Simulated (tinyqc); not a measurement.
Single-domain magnet: Stoner-Wohlfarth switching, Neel-Arrhenius retention, LLG dynamics and spin torque: one step, computed by the program tinyqc.

The moment is uniform, with unit vector m; z is the easy axis. mu_0 = 1.25663706212e-6 T m/A, gamma = 1.76085963023e11 rad/(s T).

Problem. Exact time to the equator. The polar equation dm_z/dt = -(1 - m_z^2)(i - m_z)/tau_D, i = I/I_c0, integrates to t = tau_D [F(cos theta_0) - F(0)], F(z) = -ln(1 - z)/(2 (i - 1)) + ln(1 + z)/(2 (i + 1)) + ln(i - z)/(i^2 - 1), theta_0 = 1/sqrt(2 Delta).

Inputs (values chosen for the exercise, for a model magnet): temperature T = 250 K; drive I/I_c0 = 2.1.

Shape: thin disc, easy axis normal to it.

stability factor Delta = 28.55200

tau_D = 0.5884799 ns

Give: time to m_z = 0.

Solution.

time to m_z = 0 = 1.223 ns

Caution: a flat cylinder has a smaller N_z than the spheroid of the same t/d, so K_eff of a real disc is larger.
